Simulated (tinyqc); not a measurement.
Energy and lattice constant: complex band structure along [001] in sp3s* tight binding.

For k = (0, 0, kz) the phase sums are g0 = cos(phi) and g3 = i sin(phi), phi = kz a/4, and the s, pz, s* orbitals of anion (a) and cation (c) decouple from px, py. With z = exp(i phi), H(z) = H0 + z T + T^T/z for any complex z. H0 is diagonal (Esa, Epa, Exa, Esc, Epc, Exc). The anion-cation block is B(z) = z U + W/z and the cation-anion block z W^T + U^T/z, where U has Vss/2 (s,s), Vsapc/2 (s,z), -Vscpa/2 (z,s), Vxx/2 (z,z), Vxapc/2 (s*,z), -Vpaxc/2 (z,s*), and W has the same values with the s-z and s*-z signs reversed. |z| = 1 is a band state, |z| < 1 decays along [001] as exp(-kappa d) over a distance d, kappa = -(4/a) ln|z|. No spin-orbit coupling.

Parameters, chosen for this exercise (out of a larger set: near a published set for GaAs, fitted to gaps, whose masses and valley positions are rough (light masses up to twice too heavy); not measured data): p = (-8.397, 1.037, -2.66, 3.667, 8.527, 6.744, -6.461, 1.97, 5.045, 4.493, 5.769, 4.869, 4.833) eV (order Esa, Epa, Esc, Epc, Exa, Exc, Vss, Vxx, Vxy, Vsapc, Vscpa, Vxapc, Vpaxc); a = 5.653 angstrom (lattice constant); dE = 1.18 eV (E - Ev).

The slowest root of the s-pz block and the heavy-hole branch, sinh^2(kappa a/4) = ((E - Epa)(E - Epc) - Vxx^2)/(Vxx^2 - Vxy^2), at E = Ev + dE with Ev the lower root of [[Epa, Vxx], [Vxx, Epc]]; the couplings are kept when a changes.

One parameter was then changed.

Results before and after:
```
case     slowest kappa (1/angstrom)  heavy-hole kappa (1/angstrom)
base                         0.0903                         0.3028
changed                      0.0877                         0.2940
```

Which of these changes was made? (a) dE = 1.15 eV; (b) a = 5.823 angstrom.
Answer: (b) a = 5.823 angstrom. Of the candidates, run in turn, only this one gives the changed row.

All candidates:
```
case                slowest kappa (1/angstrom)  heavy-hole kappa (1/angstrom)
base                                    0.0903                         0.3028
dE = 1.15 eV                            0.0923                         0.3003
a = 5.823 angstrom                      0.0877                         0.2940
```

With the couplings fixed, kappa a stays, so kappa scales as 1/a.

Run: tinyqc, `OMP_NUM_THREADS=1 python tinyqc.py 1452838 1452839 out.jsonl`; Intel(R) Xeon(R) Processor @ 2.30GHz, one thread, shared host; about 0.01 s of CPU time with all checks.
